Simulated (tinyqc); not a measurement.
Crystallisation kinetics and data retention of a phase-change cell: two steps of the calculation.

Johnson-Mehl-Avrami-Kolmogorov law X = 1 - exp(-y^n), y = integral of k dt, k = (1/100 s) exp[-(Ec q/kB)(1/T - 1/T1)].

Values chosen for this exercise; values of the order of Ge-Sb-Te and related chalcogenides:
```
symbol,value,unit,meaning
Ec,2.77,eV,activation energy of crystallisation
T1,438,K,temperature at which the rate k is 1/(100 s)
n,3,,Avrami exponent
Xf,0.2,,crystalline share at which the state is lost
T,338,K,storage temperature
b,1,K/min,heating rate
Ta,395,K,start of the ramp table
dT,4,K,step of the table
m,10,,steps
```

Constants: q = 1.602176634e-19 C, kB = 1.380649e-23 J/K. Results are converted to the units shown.

Question 1. Retention. At fixed T the state fails at t = (-ln(1 - Xf))^(1/n)/k; ten years are 3.15576e8 s.

Give: k; y at failure; time to fail; the same in years; temperature for ten years.

Answer 1.

k = 3.717e-12 1/s
y at failure = 0.6065
time to fail = 1.632e11 s
the same in years = 5170
temperature for ten years = 361.8 K

The cell meets ten years at 338 K.

Question 2. A heating ramp. T rises at the rate b. Start with y = k (kB Ta^2/(q Ec))/b, the integral from cold to Ta to leading order; over each step k is taken as exponential in T, so y gains (dT/b)(k2 - k1)/ln(k2/k1). dX/dt = n y^(n - 1) k exp(-y^n), listed as 0 once y^n exceeds 23.

Wanted: T; k; y; X; dX/dt.

Answer 2.

| point | T (K) | k (1/s) | y | X | dX/dt (1/s) |
|---|---|---|---|---|---|
| 0 | 395 | 3.391e-6 | 9.876e-4 | 9.632e-10 | 9.922e-12 |
| 1 | 399 | 7.667e-6 | 0.002246 | 1.132e-8 | 1.160e-10 |
| 2 | 403 | 1.706e-5 | 0.005064 | 1.299e-7 | 1.312e-9 |
| 3 | 407 | 3.736e-5 | 0.01128 | 1.435e-6 | 1.426e-8 |
| 4 | 411 | 8.057e-5 | 0.02477 | 1.520e-5 | 1.483e-7 |
| 5 | 415 | 1.712e-4 | 0.05363 | 1.543e-4 | 1.477e-6 |
| 6 | 419 | 3.587e-4 | 0.1145 | 0.001499 | 1.408e-5 |
| 7 | 423 | 7.409e-4 | 0.2409 | 0.01389 | 1.272e-4 |
| 8 | 427 | 0.001510 | 0.5002 | 0.1176 | 9.998e-4 |
| 9 | 431 | 0.003036 | 1.025 | 0.6589 | 0.003262 |
| 10 | 435 | 0.006028 | 2.072 | 0.9999 | 1.069e-5 |

Range of the model: One Arrhenius rate is assumed; incubation, growth from the boundary and the non-Arrhenius kinetics of the supercooled liquid are left out.

Program tinyqc, `OMP_NUM_THREADS=1 python tinyqc.py 2490004 2490005 out.jsonl`; Intel Xeon 2.30GHz, shared host, one thread, about 0.03 s.
